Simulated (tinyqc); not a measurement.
# Cap thickness from the capacitance plateau

Inverse problem. With only the buried channel on, 1/C = 1/Cox + (tc + zc)/(eps0 eps_r), Cox = eps0 eox/tox. Find tc and the oxide-equivalent thickness 3.9 eps0/C.

Inputs (values chosen for the exercise); band and dielectric values close to those of silicon:
```
symbol,value,unit,meaning
eps_r,11.7,,relative permittivity
eox,8.88,,relative permittivity of the gate insulator (close to aluminium oxide)
tox,12,nm,insulator thickness
zc,0.8,nm,depth of the hole centroid below the top of the SiGe
```

Constants: eps0 = 8.8541878128e-14 F/cm where lengths are in cm. Results are converted to the units shown.

plateau of C/Cox with only the buried channel on = 0.70549928

Solution. The cap and the centroid act as a second capacitor in series with the insulator.

tc = 5.800 nm
equivalent thickness = 7.470 nm

Program tinyqc, `OMP_NUM_THREADS=1 python tinyqc.py 2042161 2042162 out.jsonl`; Intel Xeon 2.30GHz, shared host, one thread, about 0.02 s.
